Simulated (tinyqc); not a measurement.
Worked calculation: Hubbard chain of 2 sites. Computed by tinyqc, a small Python program that keeps every step. Settings: hopping = 0.73, U = 1.4, mixing = 0.2, iteration cap = 57. Command: `OMP_NUM_THREADS=1 python tinyqc.py 27095 27096 out.jsonl` (the two numbers bound the seeds that draw the settings). One thread of a shared host (Intel(R) Xeon(R) Processor @ 2.60GHz), about 0.1 s of CPU time with the checks.

one-body matrix (hopping and site energies) (eV), order 1, 2:
```
[[0.000000, -0.730000],
 [-0.730000, 0.000000]]
```

U = 1.400000 eV

electrons, up and down: [1, 1]

n(up) at the start (a guess, not normalised): [0.800000, 0.200000]

n(down) at the start (a guess): [0.200000, 0.800000]

Each step fills the lowest levels of T + U n(other spin) and sets n(new) = n + mixing (n(out) - n); stop when output and input agree to 1e-8.

Course of the cycle:
```
iteration       E (eV)  largest |n(out) - n(in)|  mean |n_up - n_down|
1          -0.73958301                  5.07e-02              0.498694
2          -0.74133253                  4.69e-02              0.485882
3          -0.74287296                  4.36e-02              0.473726
4          -0.74423521                  4.07e-02              0.462178
5          -0.74544489                  3.80e-02              0.451195
6          -0.74652336                  3.57e-02              0.440737
7          -0.74748846                  3.35e-02              0.430766
8          -0.74835521                  3.16e-02              0.421249
9          -0.74913627                  2.98e-02              0.412155
10         -0.74984240                  2.82e-02              0.403455
11         -0.75048274                  2.67e-02              0.395123
...                ...                       ...                   ...
47         -0.75800776                  7.89e-03              0.224708
48         -0.75806899                  7.71e-03              0.221905
49         -0.75812763                  7.54e-03              0.219159
50         -0.75818383                  7.38e-03              0.216469
51         -0.75823773                  7.22e-03              0.213833
52         -0.75828944                  7.07e-03              0.211248
53         -0.75833909                  6.92e-03              0.208714
54         -0.75838678                  6.78e-03              0.206228
55         -0.75843262                  6.64e-03              0.203789
56         -0.75847671                  6.51e-03              0.201396
57         -0.75851912                  6.38e-03              0.199047
```

Can the last value be used, and what does the course show?

Not by the stop rule. Not converged within 57 iterations: the residual falls steadily but slowly, by a factor of about 0.98 a step. The lowest mean-field energy found from random starts is -0.76000 eV. Reruns (cap 100 unless said): mixing 0.5: not converged; mixing 0.9: not converged; the original settings with a cap of 400: not converged.
